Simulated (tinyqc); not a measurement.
Read current of a NAND string, cells in series solved by shooting: one step of the calculation.

Cells in series, numbered from 0 at the source line (0 V) to the bit line, each followed by a gap resistance Rg. A cell with gate Vg, threshold VT, source Vs and drain Vd passes I = 2 nf K Vt^2 [F(Vs) - F(Vd)]/(1 + th max(Vg - VT, 0)), F(V) = ln^2(1 + exp((Vg - VT - nf V)/(2 nf Vt))). The selected cell has Vg = Vr, the others Vg = Vp.

Question. Node voltages for a trial current. For a trial current I start at 0 V and, cell by cell (the selected one is cell 1), solve for the drain: sqrt(F(Vd)) = sqrt(F(Vs) - I/k), k = 2 nf K Vt^2/(1 + th max(Vg - VT, 0)), Vd = [Vg - VT - 2 nf Vt ln(exp(sqrt F) - 1)]/nf, then add I Rg.

Values chosen for this exercise; values of the order met in vertical NAND strings:
- T = 358 K (temperature)
- K = 6.4 uA/V^2 (gain factor of a cell)
- nf = 2.2 (slope factor)
- th = 0.09 1/V (mobility reduction factor)
- Rg = 2.3 kohm (resistance of the gap between cells)
- Vbl = 0.7 V (bit-line voltage)
- Vp = 7.1 V (pass voltage)
- Vr = 3.09 V (read voltage on the selected word line)

Constants: q = 1.602176634e-19 C, kB = 1.380649e-23 J/K, Vt = kB T/q. Results are converted to the units shown.

first trial current = 1.2 uA

| cell | thresholds from the source end (V) |
|---|---|
| 0 | -2.1 |
| 1 | 1.1 |
| 2 | 3 |
| 3 | 3 |
| 4 | -2.1 |
| 5 | 3 |

Give: node voltage after each cell and gap, trial 1.

Answer.

| cell | node voltage after each cell and gap, trial 1 (V) |
|---|---|
| 0 | 0.04018 |
| 1 | 0.1683 |
| 2 | 0.2413 |
| 3 | 0.3177 |
| 4 | 0.3610 |
| 5 | 0.4435 |

tinyqc, about 0.7 s, one thread, Intel Xeon 2.30GHz (shared host): `OMP_NUM_THREADS=1 python tinyqc.py 2142236 2142237 out.jsonl`
